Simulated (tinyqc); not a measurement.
# Worked calculation: valence-band offset from core levels (Kraut method), with the dipole against the affinity rule

tinyqc, about 0.01 s, one thread, Intel Xeon 2.30GHz (shared host): `OMP_NUM_THREADS=1 python tinyqc.py 2410015 2410016 out.jsonl` Printed values are rounded.

Binding energies are counted downwards from the Fermi level. dEv > 0 means that the valence edge of B lies below that of A, dEc > 0 that the conduction edge of B lies above that of A; dEc + dEv = EgB - EgA. The spectra are made-up values treated as data.

Values chosen for this exercise; gaps and affinities close to those of gallium arsenide (A) and silicon dioxide (B):
- EgA = 1.39 eV (gap of the substrate A)
- EgB = 9.09 eV (gap of the overlayer B)
- chiA = 4.01 eV (electron affinity of A)
- chiB = 0.9 eV (electron affinity of B)
- cA = 50.12 eV (core level of bare A)
- cB = 23.12 eV (core level of thick B)
- vB = 2.06 eV (valence-band maximum of thick B)
- ei = 5.1 (relative permittivity inside the dipole layer)
- dd = 0.27 nm (thickness of the dipole layer)
- iA = 50.09 eV (core level of A under a thin film of B)
- iB = 25.83 eV (core level of B in that thin film)
- bg = 26 (background counts in the gap)

Constants: q = 1.602176634e-19 C, eps0 = 8.8541878128e-14 F/cm where lengths are in cm. Results are converted to the units shown.

## Valence-band maximum of bare A

binding energy, point 0 to 5 (eV): [0.69, 0.81, 0.93, 1.05, 1.17, 1.29]
counts on the leading edge, point 0 to 5: [234, 336, 439, 549, 641, 737]

Fit a straight line to the leading edge by least squares; the maximum vA lies where it meets the background.

slope = 842.857 counts/eV
intercept = -345.095 counts
vA = 0.440282 eV

## Offsets

dEv = (iB - iA) - (cB - vB) + (cA - vA), dEc = EgB - EgA - dEv.

cA - vA = 49.6797 eV
cB - vB = 21.06 eV
iB - iA = -24.26 eV
dEv = 4.35972 eV
dEc = 3.34028 eV

The alignment is type I (straddling). Both offsets exceed 1 eV, the usual requirement for a gate dielectric. A rigid shift of all levels, by charging or doping, cancels in the differences.

## Interface dipole

The affinity rule gives dEc(0) = chiA - chiB; the dipole step is D = dEc - dEc(0), and two sheets of opposite charge dd apart hold N = eps0 ei |D|/(q dd).

dEc(0) = 3.11 eV
D = 0.230282 eV
N = 2.40384e13 cm^-2
field in the dipole layer = 8.52898 MV/cm

N is 0.034 elementary charges for each of about 7e14 surface atoms per cm^2.
